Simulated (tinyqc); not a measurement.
Boltzmann transport in a parabolic band with a power-law relaxation time: one step. Integrals for r = 0.5 (polar optical or piezoelectric scattering).

F_j(eta) = (1/Gamma(j + 1)) integral_0^infinity x^j dx/(1 + exp(x - eta)), which tends to exp(eta) for eta << 0.

tau = tau0 x^r with x = E/kT. With K_j = Gamma(j + 1) F_j(eta): <tau> = tau0 (r + 3/2) K_(r+1/2)/((3/2) K_(1/2)); mu = <tau>/(mc m0/e), m0/e = 5.685630e-12 kg/C; Hall factor rH = (3/2) K_(1/2) (2r + 3/2) K_(2r+1/2)/((r + 3/2) K_(r+1/2))^2; Seebeck S = -(kB/e) [(r + 5/2) K_(r+3/2)/((r + 3/2) K_(r+1/2)) - eta]; Lorenz number L = (kB/e)^2 [(r + 7/2) K_(r+5/2)/((r + 3/2) K_(r+1/2)) - ((r + 5/2) K_(r+3/2)/((r + 3/2) K_(r+1/2)))^2]; kB/e in V/K. Valley anisotropy is left out of rH.

Inputs chosen for the exercise (out of a larger set: masses near those of InP; tau0 is set for a mobility of the usual size at this n, kL is a free input; freeze-out and phonon drag, which matter near 77 K, are left out; not measured data): r = 0.5 (exponent of tau).

eta = -2.445215

Task: Evaluate F_j and K_j for j = 1/2, r + 1/2, r + 3/2, r + 5/2 and 2r + 1/2 (each value once).

Give: F_j and K_j.

Result:

F_j and K_j:
```
j         F_j       K_j
0.5  0.084168  0.074592
1.0  0.084897  0.084897
2.0  0.085791   0.17158
3.0  0.086245   0.51747
1.5  0.085419   0.11355
```

(tinyqc, `OMP_NUM_THREADS=1 python tinyqc.py 1651083 1651084 out.jsonl`, Intel(R) Xeon(R) Processor @ 2.30GHz, 1 thread, shared host, about 0.01 s.)
